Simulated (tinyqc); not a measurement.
# Strained alloy layer of InAs and AlAs on (001) InP, model-solid band line-up: gaps, strain and offsets against composition

The layer is x parts of the first compound and 1 - x of the second, grown coherently on the third as substrate and barrier. Rows of the table: lattice constant a, average valence level Ea on an absolute scale, spin-orbit splitting so, gaps at Gamma, X and L, hydrostatic deformation potentials av and ac (Gamma), shear potential b, elastic constants, electron and heavy-hole (along z) masses. All are interpolated linearly in x; gaps get -C x (1 - x), taken wholly in the conduction band; real line-ups can differ from this model by 0.1 eV or more.

In-plane strain e = (a_substrate - a)/a, e_z = -2 (c12/c11) e, volume change 2 e + e_z. With v = 2 e + e_z and d = 2 b (e_z - e): Eav = Ea + av v; E_hh = Eav + so/3 - d/2; E_lh = Eav - so/6 + d/4 + sqrt(so^2 + so d + 9 d^2/4)/2; E_c = Ea + so/3 + EG + ac v (Gamma). Substrate: E_v = Ea + so/3, E_c = E_v + EG. Well depths: dEc = E_c(substrate) - E_c, dEhh = E_hh - E_v(substrate), dElh likewise; strained Gamma gap E_c - max(E_hh, E_lh); positive values confine carriers in the layer. Matthews-Blakeslee for 60-degree dislocations in a single layer: hc = k (ln(hc/bv) + 1), k = bv (1 - nu/4)/(4 pi |e| (1 + nu)), nu = c12/(c11 + c12), bv = a/sqrt(2); the larger root. The valence offset is the larger of dEhh and dElh; a dash marks |e| under 0.02 % or no root.

Parameters, values chosen for the exercise: bowing of the Gamma gap CG = 0.7 eV; bowing of the X gap CX = 0 eV; bowing of the L gap CL = 0 eV.

Binary compounds, values chosen for the exercise:
```
              close to InAs  close to AlAs  close to InP
a (angstrom)          6.058          5.661         5.869
Ea (eV)               -6.67          -7.49         -7.04
so (eV)               0.383          0.277         0.111
EG (eV)               0.355           2.99          1.35
EX (eV)                1.36           2.13          2.19
EL (eV)                1.07           2.35          1.92
av (eV)               0.988           2.49          1.27
ac (eV)               -5.01          -5.57         -4.99
b (eV)                -1.81          -1.49         -1.73
c11 (GPa)                83            124           100
c12 (GPa)              45.9           54.2          56.6
me (m0)               0.023          0.152        0.0808
mh (m0)               0.328          0.474         0.524
```

Results:
columns A: x; B: e (%); C: relaxed Gamma gap (eV); D: lower of X and L gaps (eV); E: strained Gamma gap (eV); F: E_hh - E_lh (meV); G: dEc (eV); H: valence offset (eV); I: hc (nm)
```
A             B        C       D        E        F          G           H     I
0.3      1.5380   2.0525  1.8990   1.8706  -105.96   -0.47519   -0.045395  5.26
0.36     1.1213   1.8801  1.8528   1.7513  -76.568   -0.37942   -0.021833  8.09
0.41    0.77664   1.7403  1.8143   1.6534  -52.502   -0.30270  -6.8747e-4  13.1
0.47    0.36613   1.5772  1.7484   1.5376  -24.367   -0.21432    0.026722  33.7
0.53  -0.041046   1.4191  1.6716   1.4207   2.6784   -0.12996    0.059291   444
0.58   -0.37785   1.2912  1.6076   1.3049   24.175  -0.062712     0.10779  32.4
0.69    -1.1109   1.0221  1.4668   1.0566   67.393   0.075527     0.21783  8.18
0.75    -1.5062  0.88250  1.3900  0.92490   88.325    0.14534     0.27976  5.40
```

Estimate the missing row, x = 0.64.

Computed row:
columns A: x; B: e (%); C: relaxed Gamma gap (eV); D: lower of X and L gaps (eV); E: strained Gamma gap (eV); F: E_hh - E_lh (meV); G: dEc (eV); H: valence offset (eV); I: hc (nm)
```
A            B       C       D       E       F         G        H     I
0.64  -0.77903  1.1423  1.5308  1.1684  48.495  0.014340  0.16725  13.0
```

With this row back in the table: The relaxed Gamma gap falls from 2.05 to 0.882 eV and the strained one falls from 1.87 to 0.925 eV. The lattice matches the substrate at x = 0.524; the heavy hole is on top where the layer is compressed (e < 0) and the light hole where it is stretched. The relaxed alloy turns direct at x = 0.373. dEc rises from -0.475 to 0.145 eV and the valence offset rises from -0.0454 to 0.280 eV. At the largest strain listed, 1.54 %, strain changes the gap by -182 meV. For x = 0.3, 0.36 the lowest conduction valley of the relaxed alloy is X or L, so the gap and dEc listed hold for Gamma only.

Computed by the program tinyqc: `OMP_NUM_THREADS=1 python tinyqc.py 2690101 2690102 out.jsonl`, one thread of a shared Intel Xeon 2.30GHz, about 0.01 s for the whole run.
